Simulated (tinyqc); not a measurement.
Schottky barrier with interface states (Cowley-Sze model), image lowering and contact resistance: one step, computed by the program tinyqc. Command: `OMP_NUM_THREADS=1 python tinyqc.py 3010553 3010554 out.jsonl pinning walk`. One thread of a shared host (Intel(R) Xeon(R) Processor @ 2.30GHz), about 0.01 s of CPU time with the checks.

An n-type semiconductor under a metal. The barrier lies between the Schottky-Mott limit phi_M - chi and the Bardeen limit E_g - E_n, E_n being the neutrality level of the interface states; the space-charge term of the full Cowley-Sze expression is left out.

Task: Tunnelling scale and contact resistivity. A* = 4 pi e m_e M_c k_B^2/h^3 (a simple valley count); J_s = A* T^2 exp(-phi/k_B T). E_00 = (e hbar/2) sqrt(N/(m_e eps_s eps_0)), E_0 = E_00 coth(E_00/k_B T); scaling form of the contact resistivity rho_c = (k_B/(e A* T)) exp(phi_B/E_0), which is the thermionic result when E_00 << k_B T and keeps only the leading exponential of tunnelling when E_00 >> k_B T; image lowering is left out of it.

Inputs (values chosen for the exercise, with gap, mass and screening modelled on ZnO):

| quantity | value | unit |
|---|---|---|
| dielectric constant eps_s | 8.58 | - |
| electron mass m_e | 0.275 | m_0 |
| valleys M_c | 1 | - |
| donor density N | 1.7e+18 | cm^-3 |
| temperature T | 350 | K |

Pinning factor from: interface states.

barrier phi_B = 1.934617 eV

Constants: k_B = 8.617333262e-05 eV/K; hbar = 1.054571817e-34 J s; m_0 = 9.1093837015e-31 kg; eps_0 = 8.8541878128e-12 F/m; e = 1.602176634e-19 C; k_B = 1.380649e-23 J/K; h = 6.62607015e-34 J s.

Give: E_00; E_00/k_B T; E_0; contact resistivity rho_c.

Result:

E_00 = 0.01576 eV

E_00/k_B T = 0.5225

E_0 = 0.03286 eV

contact resistivity rho_c = 2.777e+17 ohm cm^2

With the usual bounds 0.5 and 5 on E_00/k_B T the regime is thermionic-field emission; so large a rho_c means a blocking contact. Caution: outside the thermionic regime the prefactor of rho_c is only an order-of-magnitude estimate.
